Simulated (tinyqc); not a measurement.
Carrier density against temperature: charge neutrality of a doped semiconductor with incomplete ionisation. Computed by tinyqc, a small Python program. Command: `OMP_NUM_THREADS=1 python tinyqc.py 3014481 3014482 out.jsonl dopant walk`. One thread of a shared host (Intel(R) Xeon(R) Processor @ 2.30GHz), about 0.03 s of CPU time with the checks.

Energies are counted from the top of the valence band; E_D is measured down from the conduction band and E_A up from the valence band.

Inputs (values chosen for the exercise, modelled on CdTe): gap at 0 K E_g0 = 1.64 eV; Varshni alpha = 0.000302 eV/K; Varshni beta = 110 K; electron mass m_e = 0.0981 m_0; valleys M_c = 1; hole mass m_h = 0.632 m_0; donor density N_D = 1.5e+16 cm^-3; acceptor density N_A = 1e+17 cm^-3; donor depth E_D = 0.0137 eV; acceptor depth E_A = 0.0598 eV; donor degeneracy g_D = 2; acceptor degeneracy g_A = 4.

Doping: p-type, compensated. Statistics of the bands: Boltzmann.

Constants: k_B = 8.617333262e-05 eV/K; m_0 = 9.1093837015e-31 kg; k_B = 1.380649e-23 J/K; h = 6.62607015e-34 J s.

Method:
- E_g = E_g0 - alpha T^2/(T + beta).
- N_c = 2 M_c (2 pi m_e k_B T/h^2)^(3/2) and N_v = 2 (2 pi m_h k_B T/h^2)^(3/2), masses in units of m_0.
- n = N_c exp((E_F - E_g)/k_B T), p = N_v exp(-E_F/k_B T).
- N_D+ = N_D/(1 + g_D exp((E_F - E_g + E_D)/k_B T)).
- N_A- = N_A/(1 + g_A exp((E_A - E_F)/k_B T)).
- Neutrality: p + N_D+ = n + N_A-; the log ratio is ln[(p + N_D+)/(n + N_A-)].
- Neutrality is solved by bisection at each T. The last column is -k_B d ln(p T^-3/2)/d(1/T) from this row and the one above; it turns negative as ionisation nears completion, when the density grows more slowly than that power of T.

Against temperature:
```
T (K)   p (cm^-3)  E_F from the band edge (eV)  ionised share  activation energy (eV)
25     3.7844e+05                      0.05905        0.15000                       -
32     2.3761e+08                      0.05884        0.15000                0.059800
43     9.4978e+10                      0.05851        0.15000                0.059800
63     2.8216e+13                      0.05792        0.15028                0.059774
99     2.5376e+15                      0.05842        0.17538                0.057047
150    2.0139e+16                      0.06980        0.35139                0.036338
230    5.1699e+16                      0.10104        0.66699                0.011209
300    6.7260e+16                      0.13530        0.82260               -0.011504
350    7.3196e+16                      0.16227        0.88196               -0.026538
600    8.2154e+16                      0.31401        0.97154               -0.050167
```

What does the comparison show, and why?

Between the two coldest rows the activation energy is 0.0598 eV, 1.00 of the dopant depth: with compensation E_F is pinned at the level and the full depth shows. The density is within 10 % of the net doping in one row, 600 K.
